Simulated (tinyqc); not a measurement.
# Which input was changed?

Model: a particle near a wafer in liquid: double-layer and van der Waals forces (DLVO), deposition barrier and removal. Computed by tinyqc, a small Python program. Command: `OMP_NUM_THREADS=1 python tinyqc.py 3110401 3110402 out.jsonl dlvo which`. One thread of a shared host (Intel(R) Xeon(R) Processor @ 2.30GHz), about 0.02 s of CPU time with the checks.

Sphere and flat wall, Derjaguin approximation, constant potentials in the linear-superposition form, no retardation and no hydration force.

Inputs (values chosen for the exercise, of the order of those for silica on silicon in water): particle radius R = 16 nm; Hamaker constant A = 1.3e-20 J; potential of the particle psi_1 = 17 mV; potential of the wafer psi_2 = -30 mV; salt concentration c = 0.11 mol/L; valence z of the symmetric salt = 2; temperature T = 323 K; dielectric constant of the liquid = 69.9; contact distance h0 = 0.3 nm; contact radius over R = 0.13; viscosity = 0.86 mPa s.

Constants: e = 1.602176634e-19 C; N_A = 6.02214076e+23 1/mol; eps_0 = 8.8541878128e-12 F/m; k_B = 1.380649e-23 J/K; k_B = 8.617333262e-05 eV/K.

Method. kappa^2 = 2 z^2 e^2 N_A (1000 c)/(eps eps_0 k_B T); gamma_i = tanh(z e psi_i/(4 k_B T)); Z = 64 pi eps eps_0 (k_B T/(z e))^2 gamma_1 gamma_2. Adhesion F_a = A R/(6 h0^2) [1 + a^2/(R h0)] - kappa Z R exp(-kappa h0), a the contact radius. Drag in a shear flow F_d = 1.7 x 6 pi mu R^2 G, acting at 1.4 R; rolling starts when 1.4 R F_d = a F_a. Wall shear stress = mu G.

Question. One of these inputs alone was changed, within the range given: particle radius R (8 to 32); potential of the wafer psi_2 (-60 to -15); salt concentration c (0.055 to 0.22); temperature T (275 to 370). Which one, and to what value?

Results:
```
run     wall shear stress for rolling (Pa)  net adhesion F_a (pN)
before                            9015.826               796.4898
after                             8893.558               785.6882
```

Answer.

Each candidate set to reproduce wall shear stress for rolling, and what it then gives:
```
candidate                          range searched  value needed  net adhesion F_a (pN)
particle radius R (nm)                    8 to 32         16.39                 824.87
potential of the wafer psi_2 (mV)      -60 to -15        -24.20                 785.69
salt concentration c (mol/L)        0.055 to 0.22  out of reach                      -
temperature T (K)                      275 to 370  out of reach                      -
```

Only potential of the wafer psi_2 fits every result: it went from -30 to -24.2 mV. The next best candidate, particle radius R, misses one result by 5.0 %.
